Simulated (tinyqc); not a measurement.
Inside a calculation. Model: deep-level transient spectroscopy.

Numbers from tinyqc (`OMP_NUM_THREADS=1 python tinyqc.py 2050130 2050131 out.jsonl`; about 0.01 s on one thread of a shared Intel Xeon 2.30GHz). Printed values are rounded.

Schottky contact on an n-type layer with shallow donors Nd (all ionised) and a donor-like deep trap, neutral when filled and positive when empty; depletion approximation. Traps within lam of the depletion edge stay filled. A long pulse to Vp fills the traps beyond x1 = Wp - lam; back at Vr those between x1 and x2 = Wr - lam emit. A rate window reads S = C(t2) - C(t1).

Values chosen for this exercise; material values close to those of gallium arsenide:
```
symbol    value   unit                                      meaning
eps_r        13                               relative permittivity
Nc      4.43e17  cm^-3   conduction-band density of states at 300 K
vth       4.4e7   cm/s                    thermal velocity at 300 K
Nd       2.2e16  cm^-3                        shallow donor density
Vbi        0.71      V                             built-in voltage
Et         0.29     eV  depth of the trap below the conduction edge
sn      5.9e-16   cm^2                        capture cross-section
Nt       1.7e14  cm^-3                                 trap density
Vr          8.9      V                                 reverse bias
Vp            0      V        reverse bias during the filling pulse
t1            5     ms                          first sampling time
t2           50     ms                         second sampling time
T           184      K                 temperature of the transient
```

Constants: q = 1.602176634e-19 C, kB = 1.380649e-23 J/K, eps0 = 8.8541878128e-14 F/cm where lengths are in cm. Results are converted to the units shown.

## Emission rate and rate window

Emission rate en = sn vth(T) Nc(T) exp(-Et/kB T) = sn g T^2 exp(-Et/kB T), g = vth Nc/(300 K)^2, as vth goes as T^0.5 and Nc as T^1.5 (degeneracy factor 1). For an exponential transient S peaks where en = ew = ln(t2/t1)/(t2 - t1).

g = 2.16578e20 cm^-2 s^-1 K^-2
en = 49.3143 1/s
1/en = 20.2781 ms
ew = 51.1686 1/s

## Widths

lam = sqrt(2 eps0 eps_r (EF - ET)/(q Nd)), EF - ET = Et - (kB T/q) ln(Nc(T)/Nd), Nc(T) = Nc (T/300 K)^1.5. In the steady state at the band bending V, 2 eps0 eps_r V/q = Nd W^2 + Nt (W - lam)^2 (the second term only if W > lam). V = Vbi + Vr gives Wr and V = Vbi + Vp gives Wp; x1 = max(Wp - lam, 0).

lam = 128.803 nm
Wr = 790.103 nm
Wp = 215.206 nm
x1 = 86.4020 nm
x2 = 661.300 nm
G = (x2^2 - x1^2)/Wr^2 = 0.688575

The rule Nt = 2 Nd |dC|/C assumes G = 1 and would understate Nt by a factor of about 1/G = 1.45 here (the limit of small Nt/Nd).

## The transient

```
sample,t (ms)
0,0
1,2.5
2,5
3,27.5
4,50
5,100
6,250
```

W(t)^2 = Wr^2 + (Nt/Nd)(x2^2 - x1^2) exp(-en t), C = eps0 eps_r/W; for small Nt, dC/C = -(Nt/2 Nd) G exp(-en t) with G = (x2^2 - x1^2)/Wr^2. S = C(t2) - C(t1).

```
sample,C (nF/cm^2),C - C(final) (pF/cm^2)
0,14.5297,-38.6035
1,14.5341,-34.1417
2,14.5381,-30.1939
3,14.5583,-9.9757
4,14.5650,-3.2913
5,14.5680,-0.2797
6,14.5683,-0.0002
```

S = 26.9027 pF/cm^2

## Step 1: peak temperature

T at the start = 300 K

Fixed-point step for en(T) = ew: T(new) = (Et q/kB)/ln(sn g T^2/ew), g = vth Nc/(300 K)^2.

T after step 1 = 174.998 K

## Course of the iteration for the peak temperature

Start from 300 K; stop when T changes by less than 1e-8 K.

Course of the iteration:
```
step,T (K),change (K)
1,174.998,125
2,185.391,10.4
3,184.220,1.17
4,184.348,0.128
5,184.334,0.0140
6,184.335,1.54e-3
7,184.335,1.68e-4
8,184.335,1.84e-5
9,184.335,2.02e-6
10,184.335,2.21e-7
11,184.335,2.42e-8
12,184.335,2.65e-9
```

Converged in 12 steps; each multiplies the error by -2 kB T/Et = -0.11.
